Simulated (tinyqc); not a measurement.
The 3-omega method: a line heater on a substrate with a thin film: one step, computed by the program tinyqc.

A current at angular frequency omega = 2 pi f heats the line at 2 omega with the amplitude P per length; the temperature swing Delta T at 2 omega gives a voltage at 3 omega. The substrate is taken as semi-infinite and isotropic, and the heat capacity of heater and film is left out.

Question. Conductivity from the slope. Delta T_s = (P/(pi kappa)) int_0^infinity (sin x/x)^2 / sqrt(x^2 + (q b)^2) dx with (q b)^2 = i |q b|^2, averaged over the heater width (12 Gauss-Legendre points on each of the pieces 0, 14 log-spaced edges from 1e-5 to 1, and multiples of pi to 40 pi; the tail adds 1/(4 (40 pi)^2)). Take the in-phase swing at f and at 2f; in the narrow-line limit kappa = P ln 2/(2 pi [Delta T(f) - Delta T(2f)]), whatever the film and the heater width.

Inputs (values chosen for the exercise, modelled on a phase-change telluride on germanium): substrate conductivity kappa = 59.4 W/(m K); substrate heat capacity C = 1.72 1e6 J/(m^3 K); heater half-width b = 6.5 micrometre; power amplitude per length P = 8.6 W/m; current frequency f = 240 Hz.

in-phase Delta T_s = 0.1716387 K

Give: in-phase Delta T_s at 2f; kappa from the slope; error of the slope method.

Answer.

in-phase Delta T_s at 2f = 0.156 K

kappa from the slope = 59.5 W/(m K)

error of the slope method = 0.139 %

Caution: the penetration depth exceeds a fifth of the substrate thickness, so the back face is felt and the semi-infinite formula fails.
